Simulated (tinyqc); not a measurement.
p-type polysilicon, carrier trapping at grain boundaries: two steps of the calculation.

One-dimensional grains of size Lg, uniform ionised doping N, monovalent traps Qt at each boundary at a depth Et below (for electrons) or above (for holes) the band edge there, abrupt depletion of width W on each side of a boundary, Boltzmann statistics. xi is the distance from the band edge at the grain centre to the Fermi level. Trapped charge Qt/(1 + exp((xi + VB - Et)/Vt)) = 2 N W, barrier VB = q N W^2/(2 eps0 eps_r).

Inputs (values chosen for the exercise); values of the order met in polycrystalline silicon:
```
symbol    value        unit                                                              meaning
T           250           K                                                          temperature
eps_r      11.7                                                            relative permittivity
NB      2.02e19       cm^-3                                  valence-band density of states at T
Lg           63          nm                                                           grain size
Qt       2.4e12       cm^-2                                     trap density of a grain boundary
Et         0.36          eV  depth of the trap level from the majority band edge at the boundary
ms         0.53          m0                                         mass for thermionic emission
fe          0.5                                           correction factor of the emission rate
mug         200  cm^2/(V s)                                           mobility inside the grains
N        1.9e17       cm^-3                                                               doping
```

Constants: q = 1.602176634e-19 C, kB = 1.380649e-23 J/K, m0 = 9.1093837015e-31 kg, Vt = kB T/q, eps0 = 8.8541878128e-14 F/cm where lengths are in cm. Results are converted to the units shown.

Question 1. Depletion width, Fermi level and barrier. If the trap equation with xi = Vt ln(NB/N) has a root W < Lg/2, the grain is partly depleted; otherwise W = Lg/2 and the trap equation gives xi = Et - VB + Vt ln(Qt/(N Lg) - 1). N* = Qt/Lg.

Find: N*; W; xi; VB; share of traps filled.

Answer 1.

N* = 3.8095e17 cm^-3
W = 31.500 nm
xi = 0.21432 V
VB = 0.14579 V
share of traps filled = 0.49875

N is 0.499 N*, and the grain is fully depleted; VB = 6.77 Vt.

Question 2. Resistivity and effective mobility. n0 = NB exp(-xi/Vt); mean density n0 (1 - 2 W/Lg) by charge balance in a partly depleted grain, and n0 (sqrt(pi)/2) erf(u)/u with u = sqrt(VB/Vt) in a fully depleted one; v = sqrt(kB T/(2 pi ms m0)); barrier resistivity Vt exp(VB/Vt)/(q fe n0 v Lg); grain resistivity (1 - 2 W/Lg)/(q n0 mug); effective mobility 1/(q mean density total resistivity).

W = 31.5 nm
xi = 0.21432014 V
VB = 0.14578758 V

Wanted: n0; mean density; v; barrier resistivity; grain resistivity; resistivity; effective mobility.

Answer 2.

n0 = 9.657e14 cm^-3
mean density = 3.289e14 cm^-3
v = 3.373e6 cm/s
barrier resistivity = 1.139e4 ohm cm
grain resistivity = 0.000 ohm cm
resistivity = 1.139e4 ohm cm
effective mobility = 1.667 cm^2/(V s)

The resistivity is 69300 times that of a single crystal with the same N and mobility mug, and the mean density is 0.173 % of N.

Computed by the program tinyqc: `OMP_NUM_THREADS=1 python tinyqc.py 2830273 2830274 out.jsonl`, one thread of a shared Intel Xeon 2.30GHz, about 0.01 s for the whole run.
